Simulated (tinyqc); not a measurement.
## Polarisation charge from two barrier thicknesses

Inverse problem. Voff = phiB - dEc - q sigma d/(eps0 eb). Find sigma, phiB - dEc and the thickness at which Voff = 0.

Constants: q = 1.602176634e-19 C, eps0 = 8.8541878128e-14 F/cm where lengths are in cm. Results are converted to the units shown.

Voff at d = 14 and 37 nm (V): [-6.1376708, -17.314144]
eb = 9.0709000

Answer. Voff is a straight line in d: its slope is -q sigma/(eps0 eb) and its intercept phiB - dEc.

sigma = 2.436e13 cm^-2
phiB - dEc = 0.6654 V
thickness for Voff = 0 = 1.369 nm

Computed by the program tinyqc: `OMP_NUM_THREADS=1 python tinyqc.py 2180087 2180088 out.jsonl`, one thread of a shared Intel Xeon 2.30GHz, about 0.01 s for the whole run.
